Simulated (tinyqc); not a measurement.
From results back to parameters: image-charge renormalisation of a gap near a dielectric or metal. Two cases, with inputs chosen for the exercise.

Problem. A small molecule or defect in vacuum at height z above the image plane of a substrate has both its electron and hole levels stabilised by (e^2/4 pi eps0)(es - 1)/((es + 1) 4 z), so its gap shrinks by twice that. The reduced gap is given.

Constants: e^2/(4 pi eps0) = 14.39964547 eV angstrom.

Find: reduction; (es - 1)/(es + 1); z.

Method. z = (e^2/4 pi eps0)(es - 1)/((es + 1) 2 x reduction). Local and hybrid functionals miss this shift, since it is a non-local correlation effect.

Case 1.

Values chosen: E0 = 2.36 eV (quasiparticle gap far from the surface); es = 11.7 (dielectric constant of the substrate (1e4: a metal)).

gap near the surface = 1.45463 eV

Solution.

reduction = 0.9054 eV
(es - 1)/(es + 1) = 0.8425
z = 6.70 angstrom

Case 2.

Values chosen: E0 = 6.29 eV (quasiparticle gap far from the surface); es = 25 (dielectric constant of the substrate (1e4: a metal)).

gap near the surface = 4.58590 eV

Solution.

reduction = 1.7041 eV
(es - 1)/(es + 1) = 0.9231
z = 3.90 angstrom

Computed by tinyqc, one run a case: `OMP_NUM_THREADS=1 python tinyqc.py N N+1 out.jsonl` with N = 1851066, 1851086; one thread of a shared Intel(R) Xeon(R) Processor @ 2.30GHz, about 0.02 s a run at most.
